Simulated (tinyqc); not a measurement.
Coherent transport through a tight-binding region between two chains, step by step. Computed by tinyqc, a small Python program that keeps every step. Settings: temperature = 300, mu = -0.37. Command: `OMP_NUM_THREADS=1 python tinyqc.py 27971 27972 out.jsonl` (the two numbers bound the seeds that draw the settings). One thread of a shared host (Intel(R) Xeon(R) Processor @ 2.60GHz), about 0.06 s of CPU time with the checks.

## Transmission at E = 0.01 eV

H of the central region (eV):
```
          1         2
1   0.00000  -1.41000
2  -1.41000   0.00000
```

Leads: semi-infinite chains with site energy 0:
```
parameter                           value
lead hopping t (eV)              1.350000
coupling to the left lead (eV)   0.970000
coupling to the right lead (eV)  1.020000
left contact site                       1
right contact site                      2
```

E = 0.01000 eV

Surface Green function g = (E - i sqrt(4 t^2 - E^2)) / (2 t^2); self-energy tc^2 g on each contact site; G = (E - H - Sigma)^(-1); Gamma = -2 Im Sigma; T = Gamma_L Gamma_R |G_LR|^2; local density of states -Im G_ii / pi.

g = 0.00274-0.74074i 1/eV

G (1/eV):
```
                   1                  2
1  -0.00154-0.30520i   0.55837+0.00237i
2   0.55837+0.00237i  -0.00177-0.27601i
```

local density of states (1/eV): 0.09715  0.08786

transmission = 0.66986

## Transmission across the band

The same steps on a grid of energies.

T(E):
```
E (eV)            T
-2.5650000  0.14723
-2.3085000  0.54196
-2.0520000  0.88631
-1.7955000  0.99574
-1.5390000  0.95196
-1.2825000  0.86932
-1.0260000  0.79425
-0.7695000  0.73748
-0.5130000  0.69905
-0.2565000  0.67701
0.0000000   0.66984
0.2565000   0.67701
0.5130000   0.69905
0.7695000   0.73748
1.0260000   0.79425
1.2825000   0.86932
1.5390000   0.95196
1.7955000   0.99574
2.0520000   0.88631
2.3085000   0.54196
2.5650000   0.14723
```

levels of the isolated region (eV): -1.41000  1.41000

## Current

I = (2e/h) int T(E) [f(E - mu - V/2) - f(E - mu + V/2)] dE at 300 K with mu = -0.37 eV, the bias not changing H; 2e^2/h = 77.48092 microsiemens; the integral runs over the band on 4001 points.

Current:
```
V (volt)  I (microampere)
0.01000           0.53083
0.05000           2.65426
0.10000           5.30908
0.20000          10.62269
0.40000          21.28168
0.80000          42.85566
```
